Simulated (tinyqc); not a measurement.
Plane-wave Kohn-Sham cycle with exchange-only LDA in a layered model solid, step by step. Computed by tinyqc, a small Python program that keeps every step. Settings: points = 16, plane-wave index or count = 3, electrons = 4, k points = 1, area = 39.0, mixing = 0.3, iteration cap = 69, Kerker q0 = 1.29. Command: `OMP_NUM_THREADS=1 python tinyqc.py 26966 26967 out.jsonl` (the two numbers bound the seeds that draw the settings). One thread of a shared host (Intel(R) Xeon(R) Processor @ 2.60GHz), about 0.02 s of CPU time with the checks.

A solid whose potential varies along x alone (atomic units):
```
parameter                      value
period a                    8.100000
cross-section of the cell  39.000000
electrons per cell                 4
grid points                       16
plane waves -n..n, n               3
k points                           1
V1 in V1 cos(2 pi x/a)     -0.680000
```

Stop when sqrt(dV sum R^2) is below 1e-8, dV = a A/N.

Course of the cycle:
```
iteration  E (hartree)  norm of the residual
1          -1.08567500              1.77e-01
2          -1.05290407              1.60e-01
3          -1.02540263              1.46e-01
4          -1.00250567              1.32e-01
5          -0.98354471              1.20e-01
6          -0.96790556              1.10e-01
7          -0.95504715              9.97e-02
8          -0.94450343              9.08e-02
9          -0.93587846              8.27e-02
10         -0.92883876              7.53e-02
11         -0.92310518              6.85e-02
...                ...                   ...
59         -0.89952696              7.77e-04
60         -0.89952751              7.09e-04
61         -0.89952798              6.46e-04
62         -0.89952838              5.89e-04
63         -0.89952873              5.38e-04
64         -0.89952903              4.90e-04
65         -0.89952928              4.47e-04
66         -0.89952950              4.08e-04
67         -0.89952968              3.72e-04
68         -0.89952984              3.39e-04
69         -0.89952997              3.10e-04
```

Can the last value be used, and what does the course show?

Not by the stop rule, although the second column moves by less than 1e-06 over the last three steps. Not converged within 69 iterations: the residual falls steadily but slowly, by a factor of about 0.91 a step. Reruns (cap 100 unless said): mixing 0.1: not converged; mixing 0.5, Kerker q0 1.0: converged in 73 (E = -0.89953); mixing 0.3, Pulay depth 5: converged in 17 (E = -0.89953); the original settings with a cap of 400: converged in 182 (E = -0.89953).
